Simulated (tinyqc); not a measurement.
## Nanowire ballistic transistor, top-of-the-barrier model: effect of the valley degeneracy

At the top of the source barrier, states moving towards the drain are filled by the source (Fermi level 0) and states moving back by the drain (Fermi level -q Vd); nothing scatters. U is the shift of the band edge there, set by the capacitances CG, CD and CS (the total) and by the charge. Parabolic one-dimensional subbands; the source is grounded.

N0 = gv sqrt(2 m kB T/pi)/hbar, CG = 2 pi eps0 eox/ln(1 + 2 tox/d), CS = CG/aG, n0 = n at U = 0 and Vd = 0. eta1 = -(E0 + U)/Vt, eta2 = eta1 - Vd/Vt, n = (N0/2)[F_(-1/2)(eta1) + F_(-1/2)(eta2)], F_(-1/2)(x) = (1/sqrt(pi)) int_0^infinity u^(-1/2)/(1 + exp(u - x)) du. Each F is summed over the two subbands, F(eta) + F(eta - dE/Vt), which share the mass. U = UL + q (n - n0)/CS with UL = -(aG Vg + aD Vd), energies in eV. I = gv (2 q^2/h) Vt [ln(1 + exp eta1) - ln(1 + exp eta2)], summed over both subbands. CQ = (q/Vt) dn/d(eta1). E0 is held fixed.

Values chosen for this exercise; mass and valleys close to those of indium arsenide:
```
symbol   value  unit                                                                 meaning
T          300     K                                                             temperature
m       0.0297    m0                                                          effective mass
eox          9                                   relative permittivity of the gate insulator
tox        1.5    nm                                                     insulator thickness
d            5    nm                                                           wire diameter
dE        0.16    eV                                    offset of a second subband (0: none)
aG        0.92                                                            gate control CG/CS
aD       0.009                                                           drain control CD/CS
E0        0.28    eV  band edge at the barrier top above the source Fermi level at zero bias
Vg         0.8     V                                                            gate voltage
Vd         0.8     V                                                           drain voltage
```

Constants: q = 1.602176634e-19 C, kB = 1.380649e-23 J/K, hbar = 1.054571817e-34 J s, h = 6.62607015e-34 J s, m0 = 9.1093837015e-31 kg, Vt = kB T/q, eps0 = 8.8541878128e-14 F/cm where lengths are in cm. Results are converted to the units shown.

Result of one run:

| eta1 | n (cm^-1) | I (uA) | mean velocity I/(q n) (cm/s) | CQ/CS |
|---|---|---|---|---|
| 16.18 | 3.237e6 | 52.44 | 1.011e8 | 0.06899 |

Which valley degeneracy gv gave this result: 1, 3, 4 or 6?

gv = 1.

The whole series:

| gv | eta1 | n (cm^-1) | I (uA) | mean velocity I/(q n) (cm/s) | CQ/CS |
|---|---|---|---|---|---|
| 1 | 16.18 | 3.237e6 | 52.44 | 1.011e8 | 0.06899 |
| 2 | 14.67 | 6.070e6 | 92.73 | 9.536e7 | 0.1483 |
| 3 | 13.35 | 8.536e6 | 123.2 | 9.012e7 | 0.2398 |
| 4 | 12.21 | 1.067e7 | 146.0 | 8.540e7 | 0.3459 |
| 6 | 10.38 | 1.409e7 | 175.2 | 7.763e7 | 0.6129 |

As gv goes from 1 to 6, n rises from 3.24e6 to 1.41e7 cm^-1, the mean velocity falls from 1.01e8 to 7.76e7 cm/s and the current rises from 52.4 to 175 uA. CQ/CS goes from 0.069 to 0.61. For gv = 1 to 4 the source Fermi level lies over 0.3 eV above the band edge, where a light band is no longer parabolic.

tinyqc, about 0.06 s, one thread, Intel Xeon 2.30GHz (shared host): `OMP_NUM_THREADS=1 python tinyqc.py 2400016 2400017 out.jsonl`
